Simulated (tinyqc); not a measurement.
Equilibrium and kinetic segregation of a solute to boundaries and growing surfaces: one step, computed by the program tinyqc. Command: `OMP_NUM_THREADS=1 python tinyqc.py 3003118 3003119 out.jsonl segreg walk`. One thread of a shared host (Intel(R) Xeon(R) Processor @ 2.30GHz), about 0.01 s of CPU time with the checks.

Question. Segregation at a growing surface. Two-state exchange during growth, dilute: jump up r_u = nu exp(-E_b/(k_B T_g)), jump back r_d = r_u exp(-E_s/(k_B T_g)), nu = 1e13 1/s. In the time 1/R of one monolayer the share carried up is p = [r_u/(r_u + r_d)] [1 - exp(-(r_u + r_d)/R)]; the tail decays as p^n, length -1/ln p monolayers; the equilibrium limit has p = r_u/(r_u + r_d).

Inputs (values chosen for the exercise, modelled on arsenic in polycrystalline silicon):
```
quantity                        value          unit
exchange barrier E_b             1.66            eV
surface segregation energy E_s    0.2            eV
growth temperature T_g            640             K
growth rate                      0.17  monolayers/s
```

Constants: k_B = 8.617333262e-05 eV/K.

Give: r_u; r_d; share carried up p; decay length.

Answer.

r_u = 0.84737 1/s

r_d = 0.022550 1/s

share carried up p = 0.96824

decay length = 30.984 monolayers

Exchange and growth are comparable: the steep rise of the tail length between the kinetic and equilibrium regimes.
